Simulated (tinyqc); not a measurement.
Worked calculation: RHF in the sto-3g basis, for BeH2, spin multiplicity 1. One step of it, computed by the program tinyqc.

Question. Iteration 2: building the Fock matrix. J_ij = sum D_kl (ij|kl), K_ij = sum D_kl (ik|jl); F = H + J - 0.5 K; E = tr D H + tr D J / 2 - 0.25 tr D K + E_nn.

D after iteration 1, lower triangle:
```
            1Be 1s    1Be 2s   1Be 2px    1Be 2py   1Be 2pz      2H 1s     3H 1s
1Be 1s    2.115147
1Be 2s   -0.427530  1.588758
1Be 2px   0.000000  0.000000  0.000000
1Be 2py  -0.003714  0.020819  0.000000   1.650317
1Be 2pz   0.000000  0.000000  0.000000   0.000000  0.000000
2H 1s    -0.062019  0.210422  0.000000   0.070638  0.000000   0.200129
3H 1s    -0.068005  0.232512  0.000000  -0.087388  0.000000  -0.007970  0.197525
```

core Hamiltonian H = T + V (hartree), lower triangle:
```
            1Be 1s     1Be 2s    1Be 2px    1Be 2py    1Be 2pz      2H 1s      3H 1s
1Be 1s   -8.550560
1Be 2s   -2.109623  -2.761032
1Be 2px   0.000000   0.000000  -2.230792
1Be 2py   0.000905   0.005662   0.000000  -2.417610
1Be 2pz   0.000000   0.000000   0.000000   0.000000  -2.230792
2H 1s    -0.341752  -0.964262   0.000000  -1.073264   0.000000  -1.977413
3H 1s    -0.383020  -1.028023   0.000000   1.126991   0.000000  -0.054446  -2.022128
```

Two-electron integrals (ij|kl) in chemists' order, unique and non-zero (hartree):
```
(11|11) 2.298831    (21|11) 0.392036    (21|21) 0.079539    (22|11) 0.570988
(22|21) 0.143041    (22|22) 0.417683    (31|31) 0.014607    (32|31) 0.021888
(32|32) 0.092265    (33|11) 0.569578    (33|21) 0.143083    (33|22) 0.417589
(33|33) 0.449859    (41|41) 0.014607    (42|41) 0.021888    (42|42) 0.092265
(43|43) 0.024249    (44|11) 0.569578    (44|21) 0.143083    (44|22) 0.417589
(44|33) 0.401360    (44|44) 0.449859    (51|51) 0.014607    (52|51) 0.021888
(52|52) 0.092265    (53|53) 0.024249    (54|54) 0.024249    (55|11) 0.569578
(55|21) 0.143083    (55|22) 0.417589    (55|33) 0.401360    (55|44) 0.401360
(55|55) 0.449859    (61|11) 0.061848    (61|21) 0.012541    (61|22) 0.022753
(61|33) 0.022598    (61|41) 0.001103    (61|42) 0.002089    (61|44) 0.023075
(61|55) 0.022598    (61|61) 0.002072    (62|11) 0.165476    (62|21) 0.042144
(62|22) 0.136140    (62|33) 0.130796    (62|41) 0.005483    (62|42) 0.035075
(62|44) 0.146702    (62|55) 0.130796    (62|61) 0.007352    (62|62) 0.068979
(63|31) 0.003660    (63|32) 0.017629    (63|43) 0.005903    (63|63) 0.005919
(64|11) 0.183486    (64|21) 0.047262    (64|22) 0.159887    (64|33) 0.150448
(64|41) 0.008818    (64|42) 0.054269    (64|44) 0.178603    (64|55) 0.150448
(64|61) 0.008570    (64|62) 0.091670    (64|64) 0.125101    (65|51) 0.003660
(65|52) 0.017629    (65|54) 0.005903    (65|65) 0.005919    (66|11) 0.334803
(66|21) 0.086724    (66|22) 0.315017    (66|33) 0.292586    (66|41) 0.012536
(66|42) 0.105763    (66|44) 0.359588    (66|55) 0.292586    (66|61) 0.015424
(66|62) 0.207203    (66|64) 0.291032    (66|66) 0.774606    (71|11) 0.069320
(71|21) 0.014057    (71|22) 0.025500    (71|33) 0.025323    (71|41) -0.001239
(71|42) -0.002343   (71|44) 0.025867    (71|55) 0.025323    (71|61) 0.002123
(71|62) 0.006957    (71|64) 0.007559    (71|66) 0.014213    (71|71) 0.002604
(72|11) 0.177736    (72|21) 0.045228    (72|22) 0.145138    (72|33) 0.139520
(72|41) -0.005903   (72|42) -0.037084   (72|44) 0.156240    (72|55) 0.139520
(72|61) 0.006661    (72|62) 0.036290    (72|64) 0.039428    (72|66) 0.079726
(72|71) 0.008844    (72|72) 0.076883    (73|31) 0.004025    (73|32) 0.019151
(73|43) -0.006319   (73|63) 0.002426    (73|73) 0.006801    (74|11) -0.194314
(74|21) -0.050028   (74|22) -0.168238   (74|33) -0.158281   (74|41) 0.009536
(74|42) 0.057518    (74|44) -0.187981   (74|55) -0.158281   (74|61) -0.007122
(74|62) -0.038716   (74|64) -0.040985   (74|66) -0.084820   (74|71) -0.010192
(74|72) -0.101082   (74|74) 0.136789    (75|51) 0.004025    (75|52) 0.019151
(75|54) -0.006319   (75|65) 0.002426    (75|75) 0.006801    (76|11) 0.009181
(76|21) 0.002273    (76|22) 0.006444    (76|33) 0.006357    (76|41) 0.000006
(76|42) 0.000039    (76|44) 0.006616    (76|55) 0.006357    (76|61) 0.000363
(76|62) 0.002172    (76|64) 0.002591    (76|66) 0.005165    (76|71) 0.000406
(76|72) 0.002276    (76|74) -0.002667   (76|76) 0.000101    (77|11) 0.345930
(77|21) 0.089570    (77|22) 0.322827    (77|33) 0.299626    (77|41) -0.013305
(77|42) -0.109270   (77|44) 0.368953    (77|55) 0.299626    (77|61) 0.013068
(77|62) 0.076311    (77|64) 0.082588    (77|66) 0.170806    (77|71) 0.017906
(77|72) 0.219852    (77|74) -0.306119   (77|76) 0.005165    (77|77) 0.774606
```

nuclear repulsion = 2.90458318 hartree

Give: Coulomb J; exchange K; Fock matrix F; total energy of this density.

Answer.

Coulomb J (hartree), lower triangle:
```
         1Be 1s  1Be 2s  1Be 2px  1Be 2py  1Be 2pz  2H 1s  3H 1s
1Be 1s    6.705
1Be 2s    1.310   2.735
1Be 2px   0.000   0.000    2.688
1Be 2py   0.000  -0.002    0.000    2.819
1Be 2pz   0.000   0.000    0.000    0.000    2.688
2H 1s     0.208   0.894    0.000    1.053    0.000  2.097
3H 1s     0.233   0.956    0.000   -1.112    0.000  0.043  2.155
```

exchange K (hartree), lower triangle:
```
         1Be 1s  1Be 2s  1Be 2px  1Be 2py  1Be 2pz  2H 1s  3H 1s
1Be 1s    4.674
1Be 2s    0.825   1.015
1Be 2px   0.000   0.000    0.219
1Be 2py   0.000  -0.002    0.000    1.059
1Be 2pz   0.000   0.000    0.000    0.000    0.219
2H 1s     0.141   0.445    0.000    0.481    0.000  0.600
3H 1s     0.157   0.474    0.000   -0.511    0.000  0.010  0.648
```

Fock matrix F (hartree), lower triangle:
```
         1Be 1s  1Be 2s  1Be 2px  1Be 2py  1Be 2pz   2H 1s   3H 1s
1Be 1s   -4.183
1Be 2s   -1.212  -0.533
1Be 2px   0.000   0.000    0.348
1Be 2py   0.001   0.005    0.000   -0.128
1Be 2pz   0.000   0.000    0.000    0.000    0.348
2H 1s    -0.204  -0.292    0.000   -0.261    0.000  -0.180
3H 1s    -0.228  -0.309    0.000    0.271    0.000  -0.016  -0.191
```

total energy of this density = -15.00950 hartree

This density is a damped mixture and is not idempotent.
